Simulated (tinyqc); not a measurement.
## Admittance spectroscopy of a deep trap: admittance against temperature

Schottky contact on an n-type layer with shallow donors Nd (all ionised) and a donor-like deep trap, neutral when filled and positive when empty; depletion approximation. Traps within lam of the depletion edge stay filled. The traps at xt = W - lam, where the level crosses the Fermi level, follow a slow signal and not a fast one. w = 2 pi f.

Emission rate en = sn vth(T) Nc(T) exp(-Et/kB T) = sn g T^2 exp(-Et/kB T), g = vth Nc/(300 K)^2, as vth goes as T^0.5 and Nc as T^1.5 (degeneracy factor 1). lam = sqrt(2 eps0 eps_r (EF - ET)/(q Nd)), EF - ET = Et - (kB T/q) ln(Nc(T)/Nd), Nc(T) = Nc (T/300 K)^1.5. In the steady state at the band bending V, 2 eps0 eps_r V/q = Nd W^2 + Nt (W - lam)^2 (the second term only if W > lam). V = Vbi + Vr. C_HF = eps0 eps_r/W, C_LF = eps0 eps_r (Nd + Nt)/(Nd W + Nt xt). Inflection frequency w0 = 2 en [1 + Nt xt/(Nd W)]; C = C_HF + (C_LF - C_HF)/(1 + (w/w0)^2), G/w = (C_LF - C_HF)(w/w0)/(1 + (w/w0)^2).

Parameters, values chosen for the exercise; material values close to those of gallium nitride:
- eps_r = 9.62 (relative permittivity)
- Nc = 2.34e18 cm^-3 (conduction-band density of states at 300 K)
- vth = 2.6e7 cm/s (thermal velocity at 300 K)
- Nd = 5e15 cm^-3 (shallow donor density)
- Vbi = 1 V (built-in voltage)
- Et = 0.1 eV (depth of the trap below the conduction edge)
- sn = 2.6e-15 cm^2 (capture cross-section)
- Nt = 3e14 cm^-3 (trap density)
- Vr = 0 V (reverse bias)
- f = 1500 Hz (signal frequency)

Constants: q = 1.602176634e-19 C, kB = 1.380649e-23 J/K, eps0 = 8.8541878128e-14 F/cm where lengths are in cm. Results are converted to the units shown.

Admittance against temperature:

| T (K) | w0/(2 pi) (Hz) | C (nF/cm^2) | G/w (nF/cm^2) |
|---|---|---|---|
| 65 | 43.49 | 18.75 | 0.008884 |
| 68 | 104.6 | 18.76 | 0.02110 |
| 71 | 234.6 | 18.76 | 0.04599 |
| 74 | 494.5 | 18.79 | 0.08872 |
| 78 | 1228 | 18.88 | 0.1444 |
| 81 | 2298 | 18.97 | 0.1334 |
| 84 | 4124 | 19.02 | 0.09268 |
| 87 | 7124 | 19.04 | 0.05754 |
| 90 | 1.189e4 | 19.05 | 0.03504 |
| 93 | 1.925e4 | 19.05 | 0.02161 |
| 97 | 3.505e4 | 19.05 | 0.01173 |

G/w goes from 0.00888 through a maximum of 0.144 (at T = 78 K among the rows listed) to 0.0117 nF/cm^2, where w0 passes the signal: w0/(2 pi) rises from 43.5 to 35000 Hz. C rises from 18.8 to 19.1 nF/cm^2. In every row T is below 110 K, where shallow donors begin to freeze out; the model keeps them ionised.

Computed by the program tinyqc: `OMP_NUM_THREADS=1 python tinyqc.py 2050011 2050012 out.jsonl`, one thread of a shared Intel Xeon 2.30GHz, about 0.01 s for the whole run.
